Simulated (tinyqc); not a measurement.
From results back to parameters: thin-film optics by transfer matrices. Three cases, with inputs chosen for the exercise.

Problem. A bare substrate in air: with rho = tan(Psi) exp(i Delta), Delta = 180 degrees at small angles on a dielectric, conj(eps) = sin^2(theta) [1 + tan^2(theta) ((1 - rho)/(1 + rho))^2], and n + i k = sqrt(eps).

Find: rho; eps; n; k.

Method. Form rho, insert it, conjugate, and take the root with k >= 0.

Case 1.

Values chosen (out of a larger set: indices near those of polySi, SiO2 on Cu; not measured data): lam = 193 nm (vacuum wavelength); theta_e = 60 degrees (angle of the ellipsometer).

Psi = 30.9075 degrees
Delta = 99.9350 degrees

Solution.

rho = -0.1033+0.5897i
eps = -0.91+2.57i
n = 0.952
k = 1.348

Case 2.

Values chosen (out of a larger set: indices near those of polySi, SiO2 on W; not measured data): lam = 633 nm (vacuum wavelength); theta_e = 60 degrees (angle of the ellipsometer).

Psi = 31.6333 degrees
Delta = 155.6623 degrees

Solution.

rho = -0.5613+0.2539i
eps = 5.09+21.48i
n = 3.685
k = 2.914

Case 3.

Values chosen (out of a larger set: indices near those of resist on Si; not measured data): lam = 193 nm (vacuum wavelength); theta_e = 70 degrees (angle of the ellipsometer).

Psi = 36.6381 degrees
Delta = 97.5642 degrees

Solution.

rho = -0.0979+0.7372i
eps = -6.26+4.77i
n = 0.897
k = 2.658

Computed by tinyqc, one run a case: `OMP_NUM_THREADS=1 python tinyqc.py N N+1 out.jsonl` with N = 1651623, 1651685, 1651698; one thread of a shared Intel(R) Xeon(R) Processor @ 2.30GHz, about 0.01 s a run at most.
